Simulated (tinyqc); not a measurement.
# Resistance of a source-drain extension with a graded tip: two studies

y runs along the channel, the gate covers y > 0. The doping is N0 for y < y0 and N0 10^(-(y - y0)/la) beyond, uniform over the depth xj. Sheet conductance s(y) = q mu(N) max(N - Nch, 0) xj + (for y > 0) ma Cox Vo, with mu(N) = u0 + (u1 - u0)/(1 + (N/Nr)^au) and Cox = eps0 eox/tox. Current is taken as one-dimensional; depletion of the tip, spreading and the contact are left out. The metallurgical junction lies at yj, where N = Nch.

Parameters, values chosen for the exercise; mobility law close to that of electrons in silicon:
- eox = 3.9 (relative permittivity of the gate insulator (close to silicon dioxide))
- tox = 2 nm (insulator thickness)
- N0 = 7.2e19 cm^-3 (active doping of the extension far from the gate)
- la = 2.7 nm/decade (lateral abruptness)
- y0 = 3.6 nm (position under the gate where the fall begins (gate edge at 0))
- xj = 13 nm (depth of the extension)
- Nch = 2e18 cm^-3 (channel doping)
- Ls = 15 nm (spacer length)
- Vo = 0.88 V (gate overdrive)
- ma = 250 cm^2/(V s) (mobility of the gate-induced layer)
- u1 = 1414 cm^2/(V s) (mobility at low doping)
- u0 = 68.5 cm^2/(V s) (mobility at high doping)
- Nr = 9.2e16 cm^-3 (reference doping)
- au = 0.711 (exponent)
- Lg = 90 nm (gate length)

Constants: q = 1.602176634e-19 C, eps0 = 8.8541878128e-14 F/cm where lengths are in cm. Results are converted to the units shown.

Each table varies one quantity; the others keep the values above.

## Abruptness at a fixed junction position

R_spacer = integral of dy/s from -Ls to 0, R_ov from 0 to yj, R_channel = (Lg - 2 yj)/(ma Cox Vo), R_total = 2 R_spacer + 2 R_ov + R_channel. Electrical length L_eff = ma Cox dR_total/d(1/Vo); R_series = R_total - L_eff/(ma Cox Vo). y0 is moved with la so that yj stays at 7.8020 nm.

The same in every row: yj (nm) = 7.802; R_channel (ohm um) = 195.9.

Abruptness at a fixed junction position:

| la (nm/decade) | R_spacer (ohm um) | R_ov (ohm um) | R_total (ohm um) | L_eff (nm) | R_series (ohm um) |
|---|---|---|---|---|---|
| 1 | 12.83 | 6.574 | 234.7 | 76.50 | 33.27 |
| 2.3 | 12.83 | 8.573 | 238.7 | 78.01 | 33.29 |
| 3.6 | 12.83 | 10.57 | 242.7 | 79.52 | 33.30 |
| 4.9 | 12.83 | 12.57 | 246.7 | 81.04 | 33.32 |
| 6.1 | 13.35 | 14.15 | 250.9 | 82.32 | 34.14 |
| 7.4 | 15.30 | 15.31 | 257.1 | 83.41 | 37.49 |
| 8.7 | 18.53 | 16.11 | 265.1 | 84.24 | 43.38 |
| 10 | 22.90 | 16.69 | 275.0 | 84.88 | 51.57 |

As la goes from 1 to 10 nm/decade, R_total rises from 235 to 275 ohm um, R_spacer rises from 12.8 to 22.9 ohm um and R_ov rises from 6.57 to 16.7 ohm um. R_total changes on average by 4.49 ohm um for each nm/decade. L_eff exceeds the metallurgical length by 2.10 nm in the first row and 10.5 nm in the last, since the gate also controls the lightly doped tips.

## Effect of the depth of the extension

Same model as above.

The same in every row: yj (nm) = 7.802; R_channel (ohm um) = 195.9.

Effect of the depth of the extension:

| xj (nm) | R_spacer (ohm um) | R_ov (ohm um) | R_total (ohm um) | L_eff (nm) | R_series (ohm um) |
|---|---|---|---|---|---|
| 4 | 41.70 | 13.86 | 307.0 | 82.02 | 91.06 |
| 5.6 | 29.78 | 12.54 | 280.5 | 80.88 | 67.59 |
| 7.7 | 21.66 | 11.26 | 261.7 | 79.88 | 51.39 |
| 11 | 15.16 | 9.834 | 245.9 | 78.89 | 38.15 |
| 15 | 11.12 | 8.649 | 235.4 | 78.14 | 29.67 |
| 21 | 7.942 | 7.445 | 226.6 | 77.44 | 22.75 |
| 29 | 5.751 | 6.384 | 220.1 | 76.87 | 17.76 |
| 40 | 4.170 | 5.429 | 215.1 | 76.38 | 13.97 |

As xj goes from 4 to 40, R_total falls from 307 to 215 ohm um, L_eff falls from 82.0 to 76.4 nm and R_series falls from 91.1 to 14.0 ohm um.

Numbers from tinyqc (`OMP_NUM_THREADS=1 python tinyqc.py 2282097 2282098 out.jsonl`; about 0.03 s on one thread of a shared Intel Xeon 2.30GHz).
